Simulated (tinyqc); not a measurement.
Cluster expansion of a binary alloy: correlations, fit, cross-validation and ground states. From mixing enthalpy H_mix back to second-pair interaction V2. Computed by tinyqc, a small Python program. Command: `OMP_NUM_THREADS=1 python tinyqc.py 3000782 3000783 out.jsonl clex inv`. One thread of a shared host (Intel(R) Xeon(R) Processor @ 2.30GHz), about 0.1 s of CPU time with the checks.

s = +1 for A and -1 for B. Energy per site E = J0 + J1 P(point) + sum over clusters of m V P, with P the mean product of spins; V > 0 on a pair favours unlike neighbours. Clusters per site m: pair 1 2, pair 2 2, pair 3 2, triplet 4; the triplet is two first-neighbour bonds at a right angle. Formation energies are counted from the line between pure A and pure B, which removes J0 and J1.

Inputs (values chosen for the exercise, for a model alloy):

| quantity | value | unit |
|---|---|---|
| first-pair interaction V1 | 20.4 | meV |
| third-pair interaction V3 | -3 | meV |
| triplet interaction Vt | 0.12 | meV |
| temperature T | 1300 | K |
| fraction x of B | 0.26 | - |

Lattice: square.

Constants: k_B = 8.617333262e-05 eV/K.

Method. Random alloy: P(pair) = p^2, P(triplet) = p^3, p = 1 - 2x, so H_mix = (p^2 - 1) sum m V(pairs) + (p^3 - p) m Vt; G_mix = H_mix + k_B T [x ln x + (1 - x) ln(1 - x)]. To first order in 1/T the Warren-Cowley parameter of shell 1 is alpha_1 = -(1 - p^2) V_eff/(k_B T), V_eff = V1 + (number of triplets on a first-neighbour bond) p Vt, that number being 4.

Task: A run gave the result below. Find the second-pair interaction V2, known to lie between 4.2 and 12 meV.

mixing enthalpy H_mix = -36.48704 meV/site

Result:

Each step takes the trial c = (a f_b - b f_a)/(f_b - f_a), f being the result less the target and a, b, c the logarithms of the listed values; c replaces end b, the old b replaces a if the sign of f changed, and otherwise f_a is halved.

Scan of the range:

| second-pair interaction V2 (meV) | mixing enthalpy H_mix (meV/site) |
|---|---|
| 4.20 | -33.4240 |
| 5.00 | -34.6554 |
| 5.96 | -36.1330 |
| 7.10 | -37.8877 |
| 8.46 | -39.9810 |
| 10.10 | -42.5053 |
| 12.00 | -45.4298 |

False position (Illinois rule, in the logarithm of the input) inside the bracket:

| step | end a | end b | trial | mixing enthalpy H_mix (meV/site) |
|---|---|---|---|---|
| 1 | 5.96000 | 7.10000 | 6.17422 | -36.4628 |
| 2 | 7.10000 | 6.17422 | 6.18894 | -36.4854 |
| 3 | 7.10000 | 6.18894 | 6.19091 | -36.4884 |
| 4 | 6.18894 | 6.19091 | 6.19000 | -36.4870 |
| 5 | 6.19091 | 6.19000 | 6.19000 | -36.4870 |

Mixing enthalpy H_mix falls at every point of a 13-point scan of the range (every second point is shown), so one value fits; it is bracketed by 5.96 and 7.10. The scan shows a straight line, so linear interpolation between any two rows gives the answer at once. Answer: second-pair interaction V2 = 6.190 meV.
